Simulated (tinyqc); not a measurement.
Tail length against growth temperature: equilibrium and kinetic segregation of a solute to boundaries and growing surfaces. Computed by tinyqc, a small Python program. Command: `OMP_NUM_THREADS=1 python tinyqc.py 3023643 3023644 out.jsonl segreg walk`. One thread of a shared host (Intel(R) Xeon(R) Processor @ 2.30GHz), about 0.01 s of CPU time with the checks.

Inputs (values chosen for the exercise, modelled on phosphorus in polycrystalline silicon): exchange barrier E_b = 1.56 eV; surface segregation energy E_s = 0.4 eV; growth rate = 1.5 monolayers/s.

Constants: k_B = 8.617333262e-05 eV/K.

Method. Two-state exchange during growth, dilute: jump up r_u = nu exp(-E_b/(k_B T_g)), jump back r_d = r_u exp(-E_s/(k_B T_g)), nu = 1e13 1/s. In the time 1/R of one monolayer the share carried up is p = [r_u/(r_u + r_d)] [1 - exp(-(r_u + r_d)/R)]; the tail decays as p^n, length -1/ln p monolayers; the equilibrium limit has p = r_u/(r_u + r_d).

Exchange model:
```
T_g (K),r_u/R,p,length (monolayers),equilibrium limit
527,8.0427e-03,0.00801,2.0717e-01,6687.9
564,7.6577e-02,0.07372,3.8351e-01,3752.9
595,4.0773e-01,0.33482,9.1393e-01,2444.4
625,1.7564e+00,0.82702,5.2653e+00,1681.1
650,5.3511e+00,0.99449,1.8097e+02,1263.5
674,1.4426e+01,0.99898,9.7940e+02,979.9
711,5.8367e+01,0.99854,6.8491e+02,684.9
766,3.6319e+02,0.99767,4.2879e+02,428.8
858,4.5780e+03,0.99555,2.2414e+02,224.1
```

What follows from these numbers?

The length peaks among these rows at 674 K with 979 monolayers. Below, exchange freezes (r_u/R = 0.0080 in the first row); above, the length follows the equilibrium limit, about exp(E_s/(k_B T)), down to 224.

Extremes, crossings and ranges named in words are read from the listed rows.
